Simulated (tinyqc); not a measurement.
Spin coating of a resist or spin-on film: centrifugal thinning, evaporation and the final thickness (Emslie and Meyerhofer models): one step, computed by the program tinyqc. Command: `OMP_NUM_THREADS=1 python tinyqc.py 3110528 3110529 out.jsonl spincoat walk`. One thread of a shared host (Intel(R) Xeon(R) Processor @ 2.30GHz), about 0.09 s of CPU time with the checks.

A Newtonian film stays uniform over the wafer; solvent and solids have the same density and the concentration is uniform through the thickness.

Problem. First explicit step of the full model. omega = 2 pi f/60; nu(c) = nu_s + k c^gamma; evaporation rate e = e0 sqrt(f/1000 rpm). Solids s and liquid l per area start at s = c0 h0, l = (1 - c0) h0. With h = h0 and c = c0: Q = K h^3, K = 2 omega^2/(3 nu); one Euler step of length dt = 0.01 h0/Q for s and l, ds/dt = -c Q, dl/dt = -(1 - c) Q - e.

Inputs (values chosen for the exercise, of the order of those of a polymer resist in an ester solvent): solids volume fraction c0 = 0.33; starting thickness h0 = 900 micrometre.

flow constant K = 0.002608744 1/(micrometre^2 s)

evaporation rate e = 0.3674235 micrometre/s

Give: Q; dt; s; l; Q/e at the start.

Solution.

Q = 1.9018e+06 micrometre/s

dt = 4.7324e-06 s

s = 294.03 micrometre

l = 596.97 micrometre

Q/e at the start = 5.1760e+06

Caution: above a Reynolds number of about 3e5 the air flow near the rim turns turbulent, and evaporation is no longer uniform.
